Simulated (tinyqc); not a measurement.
Shallow donor in effective-mass theory, with valley-orbit splitting: one step. Levels and ground state. The numbers come from values chosen for the exercise (near those of a group-V donor in Si).

H (meV), lower triangle:
```
           +x         -x         +y         -y         +z         -z
+x  -38.85333
-x   -2.95000  -38.85333
+y   -3.59000   -3.59000  -38.85333
-y   -3.59000   -3.59000   -2.95000  -38.85333
+z   -3.59000   -3.59000   -3.59000   -3.59000  -25.25333
-z   -3.59000   -3.59000   -3.59000   -3.59000   -2.95000  -25.25333
```

Question. Diagonalise. For the lowest state give the amplitudes (positive) and (sum of amplitudes)^2/6, the contact density relative to no strain.

Give: levels; amplitudes; relative contact density.

Answer.

levels (meV): -53.121  -35.903  -35.903  -34.623  -24.066  -22.303

amplitudes: +x 0.4630, -x 0.4630, +y 0.4630, -y 0.4630, +z 0.2668, -z 0.2668

relative contact density = 0.9487

The z valleys hold 14.2 % of the ground state, against 33.3 % without strain.

Run: tinyqc, `OMP_NUM_THREADS=1 python tinyqc.py 1251448 1251449 out.jsonl`; Intel(R) Xeon(R) Processor @ 2.30GHz, one thread, shared host; about 0.01 s of CPU time with all checks.
